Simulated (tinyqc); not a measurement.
Size effects in the resistivity of thin metal films and interconnect lines: one step, computed by the program tinyqc.

Electrons lose their drift at surfaces (a share 1 - p of the hits) and at grain boundaries (reflection R), besides bulk scattering. The line sits in a trench with a non-conducting liner on both walls and the bottom; the spacing equals the drawn width.

Problem. Surfaces. Fuchs-Sondheimer film: rho_b/rho = 1 - (3/(2 kappa))(1 - p) int_0^1 (s - s^3)(1 - exp(-kappa/s))/(1 - p exp(-kappa/s)) ds, f = rho/rho_b, kappa = thickness/lambda, 80 Gauss-Legendre points. Line: the excess of a film of thickness w_m and of a film of thickness h_m are added, rho/rho_b = 1 + (f(w_m) - 1) + (f(h_m) - 1), an estimate that holds best when both sides exceed lambda.

Inputs (values chosen for the exercise, modelled on copper): bulk mean free path lambda = 37.5 nm; specularity p = 0.72.

Geometry: line.

metal width w_m = 52.2 nm

metal height h_m = 150.3 nm

Give: kappa = w_m/lambda; f(w_m); f(h_m); rho/rho_b from surfaces.

Solution.

kappa = w_m/lambda = 1.392

f(w_m) = 1.079

f(h_m) = 1.027

rho/rho_b from surfaces = 1.106
